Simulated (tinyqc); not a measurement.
# On-chip power grid, static voltage drop by conjugate gradients, step by step

tinyqc, about 0.08 s, one thread, Intel Xeon 2.30GHz (shared host): `OMP_NUM_THREADS=1 python tinyqc.py 2770129 2770130 out.jsonl` Printed values are rounded.

A grid of 3 rows and 3 columns, node k = 3 row + column. Neighbours in a row are joined by Rx, in a column by Ry; pad nodes, which reach the supply through Rp: 0, 2, 6, 8. Each node draws I0, node 7 draws kh I0. The drops u = Vdd - V solve G u = i, with G the conductance matrix (1/Rp added on the diagonal at pad nodes).

Inputs (values chosen for the exercise):

| symbol | value | unit | meaning |
|---|---|---|---|
| Vdd | 0.75 | V | supply voltage |
| Rx | 0.19 | ohm | resistance of a horizontal segment |
| Ry | 1.3 | ohm | resistance of a vertical segment |
| Rp | 0.33 | ohm | resistance from a pad node to the supply |
| I0 | 11 | mA | load current of an ordinary node |
| kh | 3 |  | factor on the load at the hot node |

## Diagonal of G, loads and first direction

G_kk = sum of the conductances at node k. Start u = 0, so the residual is r = i; z = r/G_kk (Jacobi preconditioner), p = z.

G_kk (S):
```
         col 0    col 1    col 2
row 0  9.06269  11.2955  9.06269
row 1  6.80162  12.0648  6.80162
row 2  9.06269  11.2955  9.06269
```

r at the start (mA):
```
       col 0  col 1  col 2
row 0     11     11     11
row 1     11     11     11
row 2     11     33     11
```

p at the start (mV):
```
         col 0     col 1    col 2
row 0  1.21377  0.973835  1.21377
row 1  1.61726  0.911745  1.61726
row 2  1.21377   2.92151  1.21377
```

## Iteration 1: conjugate-gradient step

u at the start (mV):
```
       col 0  col 1  col 2
row 0      0      0      0
row 1      0      0      0
row 2      0      0      0
```

q = G p; with z = r/G_kk: a = (r.z)/(p.q); u(new) = u + a p; r(new) = r - a q; b = (r.z)(new)/(r.z); p(new) = z(new) + b p.

q (mA):
```
         col 0    col 1    col 2
row 0   4.6305  -2.4778   4.6305
row 1   4.3340  -9.0202   4.3340
row 2  -5.6204  19.5222  -5.6204
```

a = 3.55332

u after iteration 1 (mV):
```
        col 0    col 1   col 2
row 0  4.3129   3.4603  4.3129
row 1  5.7466   3.2397  5.7466
row 2  4.3129  10.3810  4.3129
```

r after iteration 1 (mA):
```
         col 0     col 1    col 2
row 0  -5.4537   19.8046  -5.4537
row 1  -4.4001   43.0517  -4.4001
row 2  30.9710  -36.3685  30.9710
```

b = 2.56812

p after iteration 1 (mV):
```
         col 0    col 1    col 2
row 0  2.51533  4.25423  2.51533
row 1  3.50640  5.90985  3.50640
row 2  6.53452  4.28306  6.53452
```

## Iteration 2: conjugate-gradient step

As before.

q (mA):
```
          col 0     col 1     col 2
row 0   -2.2923   17.0307   -2.2923
row 1  -14.2167   27.8244  -14.2167
row 2   33.9807  -24.9510   33.9807
```

a = 1.14365

u after iteration 2 (mV):
```
         col 0    col 1    col 2
row 0   7.1896   8.3257   7.1896
row 1   9.7568   9.9985   9.7568
row 2  11.7861  15.2794  11.7861
```

r after iteration 2 (mA):
```
         col 0    col 1    col 2
row 0  -2.8321   0.3274  -2.8321
row 1  11.8588  11.2303  11.8588
row 2  -7.8910  -7.8333  -7.8910
```

b = 0.137442

p after iteration 2 (mV):
```
         col 0     col 1    col 2
row 0  0.03321   0.61370  0.03321
row 1  2.22546   1.74310  2.22546
row 2  0.02740  -0.10481  0.02740
```

## Iteration 3: conjugate-gradient step

As before.

q (mA):
```
          col 0     col 1     col 2
row 0  -4.64089   5.24160  -4.64089
row 1   5.91590  -2.78726   5.91590
row 2  -0.91194  -2.81315  -0.91194
```

a = 2.95457

u after iteration 3 (mV):
```
         col 0    col 1    col 2
row 0   7.2877  10.1389   7.2877
row 1  16.3320  15.1486  16.3320
row 2  11.8671  14.9697  11.8671
```

r after iteration 3 (mA):
```
         col 0     col 1    col 2
row 0  10.8797  -15.1593  10.8797
row 1  -5.6201   19.4655  -5.6201
row 2  -5.1967    0.4784  -5.1967
```

b = 1.28011

p after iteration 3 (mV):
```
          col 0     col 1     col 2
row 0   1.24301  -0.55646   1.24301
row 1   2.02254   3.84477   2.02254
row 2  -0.53834  -0.09181  -0.53834
```

## Course of the conjugate-gradient iteration

Stop when |r| is below 1e-9 mA.

Course of the iteration:
```
iteration  largest u (mV)  |r| (mA)
1                 10.3810      74.7
2                 15.2794      24.7
3                 16.3320      31.0
4                 18.1303      2.92
5                 18.1381      1.04
6                 18.1144   < 1e-11
```

Converged in 6 iterations for 9 unknowns; in exact arithmetic the method needs at most 9. The condition number of the scaled matrix is 19.5. Gauss-Seidel sweeps in node order need 120 to reach the same residual.

## Worst drop, pad currents and power lost

converged u (mV):
```
         col 0    col 1    col 2
row 0   8.7498  10.3614   8.7498
row 1  17.8923  18.1144  17.8923
row 2  11.2152  14.6065  11.2152
```

Pad current u/Rp; worst drop as a share of Vdd; power lost in the grid and pads sum_k i_k u_k; power delivered sum_k i_k (Vdd - u_k).

worst drop = 18.1144 mV
share of Vdd = 2.41525 %
pad currents (mA): node 0 26.5146, node 2 26.5146, node 6 33.9854, node 8 33.9854
power lost = 1.62811 mW
power delivered = 89.1219 mW

The pad currents add up to the total load, 121.0 mA. The worst drop is at node 4, not at the hot node.
